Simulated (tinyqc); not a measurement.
Strain-driven crossing of the Gamma and L valleys in a germanium-like crystal, step by step. Values are carried at full precision from step to step, so a last printed digit may differ when a step is redone from the rounded ones.

Biaxial loads: e0 is the in-plane strain e_par and the normal is free. (001): e_perp = -2 (C12/C11) e_par; exx = eyy = e_par, ezz = e_perp, no shear. (111): e_perp = -(2 C11 + 4 C12 - 4 C44)/(C11 + 2 C12 + 4 C44) e_par; exx = eyy = ezz = (2 e_par + e_perp)/3 and exy = eyz = ezx = (e_perp - e_par)/3. (110): e_perp = -(C11 + 3 C12 - 2 C44)/(C11 + C12 + 2 C44) e_par; exx = eyy = (e_par + e_perp)/2, ezz = e_par, exy = (e_perp - e_par)/2, eyz = ezx = 0. Uniaxial loads: a stress along n, scaled so that n.e.n = e0, with exx = s11 sxx + s12 (syy + szz), exy = s44 sxy/2, s11 = (C11 + C12)/((C11 - C12)(C11 + 2 C12)), s12 = -C12/((C11 - C12)(C11 + 2 C12)), s44 = 1/C44.

Constants: kB = 8.617333262e-05 eV/K; hc = 1239.841984 eV nm.

Parameters, chosen for this exercise (near those of Ge, gaps at low temperature; not measured data):

| symbol | value | unit | meaning |
|---|---|---|---|
| C11 | 127.1 | GPa |  |
| C12 | 48.3 | GPa |  |
| C44 | 68.1 | GPa |  |
| load | biaxial (001) |  | kind of strain |
| e0 | 0.0031 |  | size of the strain |
| Eg | 0.903 | eV | gap at Gamma to the s-like level |
| EgL | 0.754 | eV | gap to L |
| Dso | 0.292 | eV | spin-orbit splitting |
| ac | -8.29 | eV | conduction deformation potential |
| av | 1.23 | eV | valence hydrostatic potential |
| b | -2.57 | eV | tetragonal shear potential |
| d | -5.34 | eV | trigonal shear potential |
| aL | -1.62 | eV | hydrostatic potential of the L edge, Xd + Xu/3 |
| XuL | 16.04 | eV | uniaxial potential, L |
| mG | 0.0392 | m0 | mass at Gamma |
| mL | 0.538 | m0 | density-of-states mass of the four L valleys together |
| T | 200 | K | temperature |

## The strain tensor for a biaxial (001) load

Form the tensor and its trace.

strain tensor in the cubic axes:
```
          x         y          z
x  0.003100  0.000000   0.000000
y  0.000000  0.003100   0.000000
z  0.000000  0.000000  -0.002356
```

tr(e) = 0.003844

## Band edges

Edges from the unstrained valence top: Gamma at Eg + ac tr(e); an L valley with unit axis u at EgL + aL tr(e) + XuL (u.e.u - tr(e)/3), u along [111], [1-1-1], [-11-1], [-1-11]; valence edges are the levels of the 6 x 6 matrix of X, Y, Z times spin with -Dso/3 + l exx + m (eyy + ezz) on the diagonal (cyclic), n exy off it, l = av + 2 b, m = av - b, n = sqrt(3) d. Spin-orbit term (Dso/3) L.sigma on X, Y, Z with (L_k)_ij = -i epsilon_kij: <X+|H|Y+> = -i Dso/3, <X+|H|Z-> = Dso/3, <Y+|H|Z-> = -i Dso/3, <Z+|H|X-> = -Dso/3, <Z+|H|Y-> = i Dso/3, <X-|H|Y-> = i Dso/3, and their conjugates; + and - are the spin along z.

Give the edges and the direct and indirect gaps from the top valence edge.

Gamma edge = 0.8711 eV

L edges (eV): [111] 0.7478, [1-1-1] 0.7478, [-11-1] 0.7478, [-1-11] 0.7478

valence edges from the top (eV): 0.0200  -0.0093  -0.2886

direct and indirect gap (eV): 0.8511  0.7277

The gap is indirect: Gamma lies 123 meV above the lowest L valley. The top two valence edges are 29 meV apart.

## Electrons in the Gamma valley

Non-degenerate, parabolic: share = mG^(3/2)/(mG^(3/2) + (mL^(3/2)/4) sum_i exp(-(E_Li - E_Gamma)/kT)). Also the offset at which four equal L valleys hold half of the electrons, kT ln((mL/mG)^(3/2)), and the wavelength hc/E of the direct gap.

(mL/mG)^(3/2) = 50.84
share in Gamma = 0.00153 %
offset for an even split = 67.7 meV
wavelength = 1457 nm

With the L valleys as they lie here, Gamma must be 68 meV below the lowest of them to hold half of the electrons at 200 K; it lies 123 meV above. A direct gap alone is not enough.

## Checks

- Gamma and lowest L edge at e0 = 0.01802, where the linear shifts make them meet (eV): both 0.7178.

tinyqc: `OMP_NUM_THREADS=1 python tinyqc.py 1050995 1050996 out.jsonl`; about 0.01 s, one thread, shared Intel(R) Xeon(R) Processor @ 2.30GHz.
